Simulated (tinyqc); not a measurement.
Comparisons within one model: Shockley-Read-Hall recombination through one deep level. A value that a table varies takes the place of the one given here.

One level at Et with degeneracy 1: tn = 1/(sn vth Nt), tp = 1/(sp_ vth Nt), n1 = Nc exp((Et - Eg)/kT), p1 = Nv exp(-Et/kT), ni^2 = n1 p1. Equilibrium p0 = Nm, n0 = ni^2/Nm; n = n0 + dn, p = p0 + dn. U = (n p - ni^2)/(tp (n + n1) + tn (p + p1)), lifetime dn/U; emission rates en = sn vth n1, ep = sp_ vth p1.

Constants: kB = 8.617333262e-05 eV/K.

Values chosen for the exercise (gap and densities of states near those of Si at this temperature; shifted at random, so the results belong to these values and not to a real crystal): E1 = 0.444 eV (level (+1/0) above Ev); E2 = 0.702 eV (level (0/-1) above Ev); gm = 1 (degeneracy of the middle state, the others 1); T = 250 K; Eg = 1.134 eV (gap); Nc = 2.09e+19 1/cm^3 (conduction-band density of states); Nv = 8.66e+18 1/cm^3 (valence-band density of states); Nd = -9.4e+16 1/cm^3 (ionised shallow donors minus acceptors); Et = 0.702 eV (recombination level above Ev); Nt = 3.5e+15 1/cm^3 (defects); sn = 8e-16 cm^2 (electron capture cross-section); sp_ = 1.6e-16 cm^2 (hole capture cross-section); vth = 15000000 cm/s (thermal velocity, both carriers); Nm = 3.5e+16 1/cm^3 (equilibrium holes for the lifetime steps); dn = 7.5e+15 1/cm^3 (excess pairs).

## Charge state against the Fermi level (deep level with several charge states)

Energies from Ev. The defect has charge states +1, 0, -1 with weights 1, gm exp((EF - E1)/kT), exp((2 EF - E1 - E2)/kT); the shares are the weights over their sum. Boltzmann carriers: n = Nc exp((EF - Eg)/kT), p = Nv exp(-EF/kT). Neutrality: p - n + Nd + Nt <q> = 0.

Shares:

| EF (eV) | +1 | 0 | -1 | <q> |
|---|---|---|---|---|
| 0.068 | 1.000 | 0.000 | 0.000 | 1.000 |
| 0.159 | 1.000 | 0.000 | 0.000 | 1.000 |
| 0.249 | 1.000 | 0.000 | 0.000 | 1.000 |
| 0.340 | 0.992 | 0.008 | 0.000 | 0.992 |
| 0.431 | 0.646 | 0.354 | 0.000 | 0.646 |
| 0.522 | 0.026 | 0.974 | 0.000 | 0.026 |
| 0.612 | 0.000 | 0.984 | 0.015 | -0.015 |
| 0.703 | 0.000 | 0.488 | 0.512 | -0.512 |
| 0.794 | 0.000 | 0.014 | 0.986 | -0.986 |
| 0.885 | 0.000 | 0.000 | 1.000 | -1.000 |
| 0.975 | 0.000 | 0.000 | 1.000 | -1.000 |
| 1.066 | 0.000 | 0.000 | 1.000 | -1.000 |

What can be read from the table?

Where the levels are several kT apart the middle state rules between about E1 - kT ln gm = 0.444 and E2 + kT ln gm = 0.702 eV; its largest share listed is 0.984. Each step spreads from 10 % to 90 % over 4.4 kT = 0.095 eV.

## Defects against doping (deep level with several charge states)

Nt takes the listed multiples of |Nd|; the resistivity uses mobilities of 1000 (electrons) and 300 (holes) cm^2/(V s), chosen for the exercise, and e = 1.602176634e-19 C.

Neutral state:

| Nt/\|Nd\| | EF (eV) | n (1/cm^3) | p (1/cm^3) | rho (ohm cm) |
|---|---|---|---|---|
| 0.01 | 0.0977 | 0.0268 | 9.31e+16 | 0.224 |
| 0.10 | 0.0997 | 0.0295 | 8.46e+16 | 0.246 |
| 0.30 | 0.1051 | 0.0379 | 6.58e+16 | 0.316 |
| 0.60 | 0.1172 | 0.0664 | 3.76e+16 | 0.553 |
| 0.90 | 0.1470 | 0.266 | 9.40e+15 | 2.21 |
| 1.10 | 0.3944 | 2.57e+04 | 9.70e+10 | 2.14e+05 |
| 1.50 | 0.4291 | 1.29e+05 | 1.94e+10 | 1.07e+06 |
| 3.00 | 0.4589 | 5.14e+05 | 4.85e+09 | 4.29e+06 |
| 10.00 | 0.4913 | 2.31e+06 | 1.08e+09 | 1.92e+07 |

What does this show, and why?

EF goes from 0.098 to 0.491 eV and the resistivity from 0.224 to 1.92e+07 ohm cm, with a largest value of 1.92e+07. The largest move of EF, +0.247 eV, comes between Nt/|Nd| = 0.9 and 1.1; the levels lie at 0.444 and 0.702 eV. A defect can take up to one carrier of either sign, so the doping can be cancelled no earlier than Nt = |Nd|, there only if EF lies well beyond the level that takes the carriers and otherwise at larger Nt (mean charge +0.10 in the last row).

## Lifetime against injection

Recombination:

| dn (1/cm^3) | lifetime (microsecond) | U (1/(cm^3 s)) |
|---|---|---|
| 1.0e+11 | 0.02381 | 4.20e+18 |
| 1.0e+12 | 0.02381 | 4.20e+19 |
| 1.0e+13 | 0.02384 | 4.19e+20 |
| 1.0e+14 | 0.02415 | 4.14e+21 |
| 1.0e+15 | 0.02712 | 3.69e+22 |
| 1.0e+16 | 0.05026 | 1.99e+23 |
| 1.0e+17 | 0.1120 | 8.93e+23 |
| 1.0e+18 | 0.1388 | 7.20e+24 |

What does this show, and why?

The lifetime rises from 0.02381 to 0.1388 microsecond; tn + tp = 0.1429. At low injection it is tn (1 + p1/p0) + tp n1/p0 with n1/Nm = 1.2e-06 and p1/Nm = 1.7e-12: re-emission is negligible, so minority capture alone counts. Auger and radiative paths are left out; they cut in at the highest injections, and in a doped direct-gap crystal the radiative one counts at all injections. dn = dp neglects trapped charge, which matters where the traps hold a charge comparable with dn, at low injection and with very unequal cross sections.

## Where a level does most harm

Et takes the values listed; G = Nt en ep/(en + ep) in a depleted region; the lifetime is for dn = 1e11 1/cm^3.

Results:

| Et (eV) | lifetime (microsecond) | G (1/(cm^3 s)) |
|---|---|---|
| 0.068 | 0.275 | 2.84e+05 |
| 0.159 | 0.0275 | 1.94e+07 |
| 0.249 | 0.0239 | 1.27e+09 |
| 0.340 | 0.0238 | 8.65e+10 |
| 0.431 | 0.0238 | 5.91e+12 |
| 0.522 | 0.0238 | 3.41e+14 |
| 0.612 | 0.0238 | 3.34e+13 |
| 0.703 | 0.0238 | 4.90e+11 |
| 0.794 | 0.0238 | 7.17e+09 |
| 0.885 | 0.0245 | 1.05e+08 |
| 0.975 | 0.0681 | 1.61e+06 |
| 1.066 | 3.05 | 2.36e+04 |

What does this show?

Generation peaks where en = ep, at Eg/2 + (kT/2) ln(sp_ Nv/(sn Nc)) = 0.540 eV; the largest value listed is at 0.522 eV, and G falls by a decade for each 0.050 eV away from the peak. The lifetime is within a factor 2 of its minimum, 0.0238 microsecond, from 0.159 to 0.885 eV: recombination tolerates a wide range of Et, generation a narrow one.

## What moves lifetime and leakage

G = Nt en ep/(en + ep). Each row changes one parameter from the base and keeps the others.

Results:

| case | lifetime (microsecond) | G (1/(cm^3 s)) |
|---|---|---|
| base | 0.04482 | 5.13e+11 |
| Et = 0.742 eV | 0.04482 | 8.01e+10 |
| sn = 1.6e-15 cm^2 | 0.03291 | 5.13e+11 |
| sp_ = 3.2e-16 cm^2 | 0.03431 | 1.03e+12 |
| Nt = 1.75e+15 1/cm^3 | 0.08964 | 2.56e+11 |
| Nm = 1.05e+17 1/cm^3 | 0.03175 | 5.13e+11 |
| dn = 2.25e+16 1/cm^3 | 0.07039 | 5.13e+11 |

What does this show?

The largest shifts from the base row, up to three for each result and ties (the steps differ in size, so this ranks the rows, not the parameters). lifetime (microsecond): Nt +0.0448, dn +0.0256, Nm -0.0131; unchanged at the printed digits by Et. G (1/(cm^3 s)): sp_ +5.13e+11, Et -4.33e+11, Nt -2.56e+11; unchanged at the printed digits by sn, Nm and dn.

Computed by tinyqc, a small Python program: `OMP_NUM_THREADS=1 python tinyqc.py 1652661 1652662 out.jsonl` (the numbers bound the seed that draws the inputs); one thread of a shared host (Intel(R) Xeon(R) Processor @ 2.30GHz), about 0.01 s for the whole set of steps.
